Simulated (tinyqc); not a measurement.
Which single mass stands for the valley: donor in an ellipsoidal valley (Kohn-Luttinger variational method). Computed by tinyqc, a small Python program. Command: `OMP_NUM_THREADS=1 python tinyqc.py 3006134 3006135 out.jsonl kohnlutt walk`. One thread of a shared host (Intel(R) Xeon(R) Processor @ 2.30GHz), about 0.04 s of CPU time with the checks.

H = -(d^2/dx^2 + d^2/dy^2) - gamma d^2/dz^2 - 2/r in units built on m_t, with gamma = m_t/m_l and z along the valley axis. One valley; no valley-orbit or central-cell term.

Inputs (values chosen for the exercise, modelled on 3C-SiC): transverse mass m_t = 0.251 m_0; longitudinal mass m_l = 0.691 m_0; dielectric constant eps = 9.63.

Constants: Ry = 13.605693123 eV; a_0 = 0.529177210903 angstrom.

Method:
- Ry* = Ry m_t/eps^2, a* = a_0 eps/m_t, gamma = m_t/m_l.
- Trial function exp(-sqrt((x^2 + y^2)/a^2 + z^2/b^2)) with beta = b/a < 1: E = t/a^2 - u/a, t = (2 + gamma/beta^2)/3, u = 2 arcsin(sqrt(1 - beta^2))/sqrt(1 - beta^2); the best a is 2 t/u and E(beta) = -u^2/(4 t).
- Golden-section search on beta from 0.05 to 0.999, 60 steps.
- Gaussian basis: g = P exp(-al (x^2 + y^2) - be z^2) with P = 1 (s-like), z (2p0) or x (2p+-); al = 0.004 x 2.6^k, k = 0..11, and be/al = 1, gamma^(-1/2) or 1/gamma (36 functions); 1/r = (2/sqrt(pi)) int exp(-t^2 r^2) dt by 48 Gauss-Legendre points after t = sqrt(al_i + al_j) tan(theta); overlap eigenvalues below 1e-10 are dropped.
- A hydrogenic level is Ry m/eps^2 for one mass m; errors are against the Gaussian basis.

gamma = 0.363242

1s binding energy, Gaussian basis = 50.0180 meV

1s binding energy, trial function = 49.9926 meV

1s binding energy:
```
rule                                      mass (m_0)  binding (meV)  error (%)
transverse mass                              0.25100          36.82     -26.38
conductivity mass 3/(2/m_t + 1/m_l)          0.31863          46.75      -6.54
density-of-states mass (m_t^2 m_l)^(1/3)     0.35178          51.61       3.19
longitudinal mass                            0.69100         101.38     102.68
trial function with a and b                        -          49.99      -0.05
mass that fits 1s                            0.34092          50.02       0.00
```

The conductivity mass, which is what a spherical trial function (a = b) gives, falls short by 6.5 %, as a restricted variational bound must; the density-of-states mass is off by +3.2 %. The mass that fits lies between the two.

Extremes, crossings and ranges named in words are read from the listed rows.
